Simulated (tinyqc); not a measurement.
Square on-chip spiral inductor, lumped pi model: one step of the calculation.

Outer diameter do = di + 2 n wd + 2 (n - 1) sp, mean da = (do + di)/2, fill p = (do - di)/(do + di), length l = 4 n da. L = 2.34 mu0 n^2 da/(1 + 2.75 p), mu0 = 4 pi 1e-7 H/m. Rs = rho l/(wd delta (1 - exp(-th/delta))), delta = sqrt(rho/(pi f mu0)). Cs = n wd^2 eps0 eo/hu across the coil. At each end Cox = l wd eps0 eo/(2 ho) leads to the substrate branch Rsi = 2 rs he/(l wd) in parallel with Csi = l wd eps0 11.7/(2 he). With one end grounded Y = 1/(Rs + i w L) + i w Cs + 1/[1/(i w Cox) + 1/(1/Rsi + i w Csi)], w = 2 pi f; Q = -Im Y/Re Y. Eddy currents in neighbouring turns and in the substrate are left out.

Task. Admittance, quality factor and apparent inductance. Series branch 1/(Rs + i w L), substrate branch, total Y, Q = -Im Y/Re Y, apparent inductance Im(1/Y)/w, metal-only value w L/Rs, share of the loss in the substrate Re(substrate branch)/Re Y.

Parameters, values chosen for the exercise:
```
symbol,value,unit,meaning
f,8.7,GHz,frequency
```

L = 0.42094562 nH
Rs = 1.1512947 ohm
Cs = 11.654325 fF
Cox = 40.401659 fF
Rsi = 641.02564 ohm
Csi = 16.160664 fF

Find: series branch; substrate branch; Y; Q; apparent inductance; w L/Rs; share of the loss in the substrate.

Result.

series branch = 2.17-43.35i mS
substrate branch = 0.6344+0.9511i mS
Y = 2.80-41.76i mS
Q = 14.90
apparent inductance = 0.4361 nH
w L/Rs = 19.99
share of the loss in the substrate = 22.63 %

Q is 74.5 % of the metal-only value.

Computed by the program tinyqc: `OMP_NUM_THREADS=1 python tinyqc.py 2302207 2302208 out.jsonl`, one thread of a shared Intel Xeon 2.30GHz, about 0.01 s for the whole run.
